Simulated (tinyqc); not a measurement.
Inside a calculation: charge neutrality level from zone-averaged pseudopotential bands. Values are carried at full precision from step to step, so a last printed digit may differ when a step is redone from the rounded ones.

Empirical pseudopotential on the fcc lattice, atoms at +/- tau, tau = a (1,1,1)/8, no spin-orbit coupling. H(G,G') = c (2 pi/a)^2 |k + G|^2 delta + VS(q) cos(q.tau) + i VA(q) sin(q.tau), q = G - G', c = hbar^2/2m0; k and G in units of 2 pi/a; VS at |q|^2 = 3, 8, 11 and VA at 3, 4, 11, in rydberg, zero elsewhere. At each k the basis holds all G with |k + G|^2 up to 16; energies are counted from the fourth level at Gamma.

Mesh: k = sum_i (n_i + 1/2)/N b_i, n_i = 0 ... N - 1, b = (-1,1,1), (1,-1,1), (1,1,-1); points with the same sorted |kx|, |ky|, |kz| after folding to the shortest k + G are joined, with their count as weight. Neutrality (branch-point) level: E_N = (1/2) mean over k of [E5 + (E3 + E4)/2], E_n the n-th level from below.

Constants: hbar^2/2m0 = 3.80998211 eV angstrom^2; Ry = 13.60569312 eV.

Parameters, chosen for this exercise (classic local form factors of the size used for InAs, without spin-orbit coupling; the results hold for these values, not for the real material): a = 6.054 angstrom (lattice constant); VS = (-0.216, 0, 0.05) Ry (symmetric form factors); VA = (0.08, 0.051, 0.031) Ry (antisymmetric form factors); mesh = 4 (points along each reciprocal vector).

## Levels on the mesh

Diagonalise at each joined point.

Levels (eV):
```
kx          ky      kz  weight       E3       E4      E5      E6
0.1250  0.1250  0.1250       2  -0.1237  -0.1237  1.6520  4.5146
0.3750  0.1250  0.1250       6  -0.6974  -0.6856  2.7525  3.9004
0.3750  0.3750  0.1250       6  -1.3529  -0.4212  2.6319  4.8339
0.3750  0.3750  0.3750       2  -0.6209  -0.6209  1.6003  5.0072
0.6250  0.1250  0.1250       6  -1.5652  -1.2893  2.6706  3.7764
0.6250  0.3750  0.1250      12  -2.0542  -1.0864  3.3895  4.4294
0.6250  0.3750  0.3750       6  -1.4470  -0.8991  2.3909  4.6186
0.6250  0.6250  0.1250       6  -2.5097  -1.0950  2.8989  5.4142
0.8750  0.1250  0.1250       6  -2.0723  -1.6315  2.2667  3.1813
0.8750  0.3750  0.1250      12  -2.5102  -1.7229  3.3581  5.0256
```

## Gaps

Level 5 at Gamma, at the lowest of (f,0,0) with f = 0.8, 0.85, 0.9, 1, and at (1/2,1/2,1/2).

gaps to Gamma, Delta/X, L (eV): 0.4287  1.9663  1.4832

## The neutrality level

Energies are counted from the valence top at Gamma. E_N = (1/2) weighted mean of [E5 + (E3 + E4)/2]. Compare with half the smallest indirect gap, min(Delta/X, L)/2, and give the barrier for electrons in the limit of full pinning, min(gaps) - E_N.

mean of E5 = 2.8304 eV
mean of (E3 + E4)/2 = -1.4489 eV
E_N = 0.6907 eV
half the indirect gap = 0.7416 eV
pinned barrier for electrons = -0.2621 eV

E_N lies above the conduction edge by 0.262 eV, since the narrow lowest valley has little weight in the zone mean; surfaces then accumulate electrons. The two estimates differ by 0.05 eV; both rules are good to a few tenths of an eV only, so a position within that distance of a band edge or of mid-gap is not settled. Local form factors place the indirect gaps only to a few tenths of an eV, and E_N moves with them. Spin-orbit coupling, left out, would lift the valence top by a third of its splitting.

## Checks

- Sum of the weights against N^3: both 64.

tinyqc: `OMP_NUM_THREADS=1 python tinyqc.py 1850065 1850066 out.jsonl`; about 0.09 s, one thread, shared Intel(R) Xeon(R) Processor @ 2.30GHz.
